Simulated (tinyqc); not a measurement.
Worked calculation: CCSD on RHF in the sto-6g basis, for H2, spin multiplicity 1. Computed by tinyqc, a small Python program that keeps every step (integrals from PySCF). Settings: charge = 0, multiplicity = 1, basis = sto-6g, method = RHF, energy threshold = 1e-10, iteration cap = 72, orthogonalisation = symmetric, start = core, DIIS depth = 6, amplitude equations = CCSD, DIIS depth for amplitudes = 4, cap on updates = 57. Command: `OMP_NUM_THREADS=1 python tinyqc.py 30526 30527 out.jsonl` (the two numbers bound the seeds that draw the settings). One thread of a shared host (Intel(R) Xeon(R) Processor @ 2.60GHz), about 0.1 s of CPU time with the checks. The early iterations of the SCF are left out here.

## One-electron integrals

Geometry (angstrom):
```
atom         x         y         z
H     0.000000  0.000000  0.000000
H     0.000000  0.000000  0.979000
```

Basis sto-6g: exponents (1/bohr^2) and contraction coefficients of normalised primitives:
```
element  l (shell)   exponent  coefficient
H            s (1)  35.523221     0.009164
H            s (1)   6.513144     0.049361
H            s (1)   1.822143     0.168538
H            s (1)   0.625955     0.370563
H            s (1)   0.243077     0.416492
H            s (1)   0.100112     0.130334
```

Overlap, kinetic and nuclear-attraction integrals over the contracted functions; the nuclear repulsion is the sum of Za Zb / Rab.

nuclear repulsion = 0.54052831 hartree

overlap S, order 1H 1s, 2H 1s:
```
[[1.000000, 0.509156],
 [0.509156, 1.000000]]
```

kinetic energy T (hartree), order 1H 1s, 2H 1s:
```
[[0.768522, 0.119441],
 [0.119441, 0.768522]]
```

nuclear attraction V (hartree), order 1H 1s, 2H 1s:
```
[[-1.761982, -0.823918],
 [-0.823918, -1.761982]]
```

core Hamiltonian H = T + V (hartree), order 1H 1s, 2H 1s:
```
[[-0.993460, -0.704478],
 [-0.704478, -0.993460]]
```

## Two-electron integrals

Functions are numbered as in S; the eight-fold symmetry (ij|kl) = (ji|kl) = (kl|ij) leaves the list below.

Two-electron integrals (ij|kl) in chemists' order, unique and non-zero (hartree):
```
(11|11) 0.774999   (21|11) 0.319239   (21|21) 0.166796   (22|11) 0.484921
(22|21) 0.319239   (22|22) 0.774999
```

## Orthogonalisation

S = U s U^T; symmetric (Loewdin) form X = U s^(-1/2) U^T, so that X^T S X = 1.

eigenvalues of S: [0.490844, 1.509156]

X, order 1H 1s, 2H 1s:
```
[[1.120679, -0.306663],
 [-0.306663, 1.120679]]
```

## Iteration 2 (converged): orbitals

converged F (hartree), order 1H 1s, 2H 1s:
```
[[-0.259101, -0.487819],
 [-0.487819, -0.259101]]
```

Diagonalise F' = X^T F X, C = X C', fill 1 alpha and 1 beta electrons from the bottom; D = 2 C_occ C_occ^T. Each column has its largest component positive (the first on a tie).

F' = X^T F X (hartree):
```
[[-0.014478, -0.480447],
 [-0.480447, -0.014478]]
```

orbital energies (hartree): [-0.494925, 0.465969]

coefficients C, order 1H 1s, 2H 1s:
```
[[0.575596, 1.009283],
 [0.575596, -1.009283]]
```

D after iteration 2, order 1H 1s, 2H 1s:
```
[[0.662622, 0.662622],
 [0.662622, 0.662622]]
```

## Convergence

Stop when the energy changes by less than 1e-10 hartree and every element of the error matrix X^T (F D S - S D F) X is below 3e-06.

Course of the cycle:
```
iteration  E (hartree)    change  largest element of the error matrix
1          -1.07948808         -                             2.68e-16
2          -1.07948808  4.44e-16                             1.29e-16
```

PySCF RHF in the same basis = -1.07948808 hartree

Converged in 2 iterations.

## Integrals over molecular orbitals

(pq|rs) = sum C_ip C_jq C_kr C_ls (ij|kl), one index at a time.

one-electron integrals over orbitals h = C^T H C (hartree):
```
[[-1.125091, 0.000000],
 [0.000000, -0.588745]]
```

Two-electron integrals over orbitals (pq|rs), unique and non-zero (hartree):
```
(11|11) 0.630166   (21|21) 0.195797   (22|11) 0.625255   (22|22) 0.656946
```

## CCSD: starting amplitudes

t_ij^ab = <ij||ab> / (e_i + e_j - e_a - e_b), whose energy is MP2.

Starting amplitudes (spin orbitals 1a, 1b, ...; amplitudes related by a flip of all spins are not repeated):
```
from      to          t
1a 1b  2a 2b  -0.101883
```

correlation energy = -0.01994829 hartree

## CCSD: amplitude update 1

t_i^a D_i^a and t_ij^ab D_ij^ab are set to the remaining terms of the spin-orbital equations, evaluated with the old amplitudes; for the doubles these are <ij||ab> + 1/2 <ab||ef> t_ij^ef + 1/2 <mn||ij> t_mn^ab + P(ij)P(ab) <mb||ej> t_im^ae + terms in t^2 + terms with t1, D the orbital-energy denominators.

Amplitudes after update 1 (spin orbitals 1a, 1b, ...; amplitudes related by a flip of all spins are not repeated):
```
from      to          t
1a 1b  2a 2b  -0.144420
```

correlation energy = -0.02827692 hartree

## CCSD: amplitude update 2

As before.

Amplitudes after update 2 (spin orbitals 1a, 1b, ...; amplitudes related by a flip of all spins are not repeated):
```
from      to          t
1a 1b  2a 2b  -0.161554
```

correlation energy = -0.03163167 hartree

## CCSD: amplitude update 3

t_i^a D_i^a and t_ij^ab D_ij^ab are set to the remaining terms of the spin-orbital equations, evaluated with the old amplitudes; for the doubles these are <ij||ab> + 1/2 <ab||ef> t_ij^ef + 1/2 <mn||ij> t_mn^ab + P(ij)P(ab) <mb||ej> t_im^ae + terms in t^2 + terms with t1, D the orbital-energy denominators. DIIS then mixes the stored amplitudes.

DIIS coefficients: [-0.657598, 1.657598]

Amplitudes after update 3 (spin orbitals 1a, 1b, ...; amplitudes related by a flip of all spins are not repeated):
```
from      to          t
1a 1b  2a 2b  -0.172821
```

correlation energy = -0.03383774 hartree

## CCSD: convergence

E_corr = 1/4 sum <ij||ab> t_ij^ab + 1/2 sum <ij||ab> t_i^a t_j^b; stop when the norm of the change is below 1e-8.

Course of the amplitude iterations:
```
update  correlation energy (hartree)  norm of the change
0                        -0.01994829                   -
1                        -0.02827692            8.51e-02
2                        -0.03163167            3.43e-02
3                        -0.03383774            1.36e-02
4                        -0.03382970            6.52e-05
5                        -0.03382863            1.53e-05
6                        -0.03382722            8.68e-06
7                        -0.03382723            5.62e-08
8                        -0.03382723            5.75e-11
```

Converged amplitudes (spin orbitals 1a, 1b, ...; amplitudes related by a flip of all spins are not repeated):
```
from      to          t
1a 1b  2a 2b  -0.172767
```

CCSD total energy = -1.11331532 hartree

T1 diagnostic, norm of the one-spin t1 over sqrt(correlated electrons) = 0.000000

Converged in 8 updates, with DIIS from the third.
